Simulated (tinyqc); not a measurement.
Coherent potential approximation for a binary alloy with a semi-elliptic band: one step. First step: the average t-matrix. Five cases, with inputs chosen for the exercise.

Problem. With S = 0 form G, tA, tB, <t> and the new S.

Site levels eA = -x d (share 1 - x) and eB = (1 - x) d (share x), so that their mean, the virtual crystal, is 0. Pure band: G0(z) = 2 (z - sqrt(z - W) sqrt(z + W))/W^2 with principal roots, density -Im G/pi per site. The medium has a self-energy S(z), G = G0(z - S), z = E + i eta. t_i = (e_i - S)/(1 - (e_i - S) G); the CPA demands <t> = (1 - x) tA + x tB = 0. Iteration: start at S = 0, set S(new) = S + <t>/(1 + <t> G), stop when |<t>| < 1e-9 eV.

Case 1.

Values chosen: W = 3.4 eV (half width of the pure band); x = 0.41 (fraction of B); d = 0.58 eV (eB - eA); eta = 0.068 eV (broadening); E = -1.6 eV (energy).

Case 2.

Values chosen: W = 3.7 eV (half width of the pure band); x = 0.17 (fraction of B); d = 4.59 eV (eB - eA); eta = 0.074 eV (broadening); E = -2.87 eV (energy).

Case 3.

Values chosen: W = 3.4 eV (half width of the pure band); x = 0.43 (fraction of B); d = 0.88 eV (eB - eA); eta = 0.068 eV (broadening); E = -2.25 eV (energy).

Case 4.

Values chosen: W = 3.3 eV (half width of the pure band); x = 0.43 (fraction of B); d = 0.88 eV (eB - eA); eta = 0.066 eV (broadening); E = -2.41 eV (energy).

Case 5.

Values chosen: W = 1.4 eV (half width of the pure band); x = 0.14 (fraction of B); d = 0.42 eV (eB - eA); eta = 0.028 eV (broadening); E = 0.1 eV (energy).

Give: eA, eB; G; tA, tB; <t>; S after one step.

Solution.

Case 1.

eA, eB (eV): -0.2378  0.3422

G = -0.27054-0.50744i 1/eV

tA, tB (eV): -0.2500-0.0322i  0.3055-0.0486i

<t> = -0.0222-0.0389i eV
S after one step = -0.0234-0.0390i eV

Case 2.

eA, eB (eV): -0.7803  3.8097

G = -0.40601-0.33077i 1/eV

tA, tB (eV): -0.9995-0.3776i  1.2017-0.5946i

<t> = -0.6253-0.4145i eV
S after one step = -0.6152-0.1645i eV

Case 3.

eA, eB (eV): -0.3784  0.5016

G = -0.37890-0.42952i 1/eV

tA, tB (eV): -0.4264-0.0809i  0.4081-0.0739i

<t> = -0.0675-0.0779i eV
S after one step = -0.0725-0.0742i eV

Case 4.

eA, eB (eV): -0.3784  0.5016

G = -0.42966-0.40227i 1/eV

tA, tB (eV): -0.4374-0.0795i  0.4016-0.0667i

<t> = -0.0766-0.0740i eV
S after one step = -0.0807-0.0687i eV

Case 5.

eA, eB (eV): -0.0588  0.3612

G = 0.10000-1.39664i 1/eV

tA, tB (eV): -0.0581-0.0047i  0.2942-0.1540i

<t> = -0.0088-0.0256i eV
S after one step = -0.0094-0.0265i eV

Computed by tinyqc, one run a case: `OMP_NUM_THREADS=1 python tinyqc.py N N+1 out.jsonl` with N = 1480211, 1480358, 1480420, 1480539, 1480543; one thread of a shared Intel(R) Xeon(R) Processor @ 2.30GHz, about 0.01 s a run at most.
